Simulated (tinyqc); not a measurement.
Chemical-mechanical planarisation: Preston law, pattern density and step-height reduction. Changing the contact height h_c. Computed by tinyqc, a small Python program. Command: `OMP_NUM_THREADS=1 python tinyqc.py 3009030 3009031 out.jsonl cmp sweep`. One thread of a shared host (Intel(R) Xeon(R) Processor @ 2.30GHz), about 0.01 s of CPU time with the checks.

A row of 12 cells, repeated periodically, holds raised features that cover a share rho of each cell.

Inputs (values chosen for the exercise, close to those used for oxide polishing):
```
quantity                          value  unit
Preston coefficient K           1.7e-13  1/Pa
pressure P                           16   kPa
platen and carrier speed            110   rpm
distance between the centres         15    cm
initial step height h0              390    nm
film above the raised areas z0      780    nm
cell size                           1.7    mm
planarisation length                2.8    mm
polish time t                        68     s
```

local pattern densities, cell by cell: 0.1  0.9  0.9  0.4  0.4  0.25  0.25  0.6  0.8  0.6  0.4  0.4

Method:
- With equal rotation speeds the relative speed is uniform, v = omega r_c; Preston rate R0 = K P v.
- The stiff pad averages the density: rho_eff(i) = sum_j w_ij rho_j / sum_j w_ij, w = exp(-2 d^2/L^2), L the planarisation length and d the distance between cell centres, summed over all periodic images of cell j.
- While h > h_c only raised areas polish, at R0/rho_eff, until t_c = rho_eff (h0 - h_c)/R0. After that h = h_c exp(-(t - t_c)/tau), tau = rho_eff h_c/R0; low areas polish at R0 (1 - h/h_c) and raised areas at R0 [1 + (1 - rho_eff) h/(rho_eff h_c)]. Removed from raised areas after t_c: h0 - h_c + R0 (t - t_c) + (1 - rho_eff)(h_c - h); from low areas: R0 (t - t_c) - rho_eff (h_c - h). Film left = z0 less the removal from raised areas.

One run for each value; columns: (1) contact height h_c (nm); (2) largest remaining step (nm); (3) range of film left across the row (nm); (4) thinnest film left (nm):
```
(1)         (2)     (3)     (4)
12   2.2167e-01  176.40  186.72
43   6.8645e+00  178.06  186.72
75   1.7096e+01  180.61  186.72
110  2.9199e+01  183.57  186.78
140  3.9854e+01  186.01  187.00
170  5.0635e+01  188.19  187.51
200  6.1487e+01  189.98  188.43
230  7.2385e+01  191.35  189.78
```

What does the table show, and why?

Over the rows, largest remaining step (nm) rises from 0.222 to 72.4 (exponent d ln y / d ln x 2.7 between the first rows and 1.2 between the last); range of film left across the row (nm) rises from 176 to 191 (exponent d ln y / d ln x 0.0073 between the first rows and 0.051 between the last); thinnest film left (nm) rises from 186.7 to 189.8. A softer pad (larger h_c) touches the low areas sooner, so steps linger.

Extremes, crossings and ranges named in words are read from the listed rows.
